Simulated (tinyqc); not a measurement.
Vertical double-diffused power MOSFET, components of the on-resistance: one step of the calculation.

Stripe cells of pitch Wp + a, two channels a cell. Current flows through the channels, spreads in the accumulation layer, passes the gap between the p bodies and spreads at 45 degrees into the drift layer below them. Low drain voltage, full ionisation.

Task. Drift layer. Triangular field at breakdown with Ec = Kc N^(1/8): BV = eps0 eps_r Ec^2/(2 q N), so N = (eps0 eps_r Kc^2/(2 q BV))^(4/3); W = 2 BV/Ec; mu = mud (T/300 K)^(-bt); rho = 1/(q mu N); ideal resistance rho W.

Parameters, values chosen for the exercise; bulk values close to those of gallium nitride: temperature T = 450 K; relative permittivity eps_r = 9.75; critical-field constant Kc = 25700 V/cm per (cm^-3)^(1/8); rated breakdown voltage of the drift layer BV = 1700 V; drift mobility at 300 K mud = 876 cm^2/(V s); temperature exponent of the drift mobility bt = 2.1.

Constants: q = 1.602176634e-19 C, eps0 = 8.8541878128e-14 F/cm where lengths are in cm. Results are converted to the units shown.

Find: drift doping N; Ec; drift thickness W; electron mobility mu at T; drift resistivity rho; ideal resistance.

Result.

drift doping N = 1.0628e16 cm^-3
Ec = 2.5896 MV/cm
drift thickness W = 13.129 um
electron mobility mu at T = 373.86 cm^2/(V s)
drift resistivity rho = 1.5709 ohm cm
ideal resistance = 2.0624 mohm cm^2

Computed by the program tinyqc: `OMP_NUM_THREADS=1 python tinyqc.py 2230143 2230144 out.jsonl`, one thread of a shared Intel Xeon 2.30GHz, about 0.01 s for the whole run.
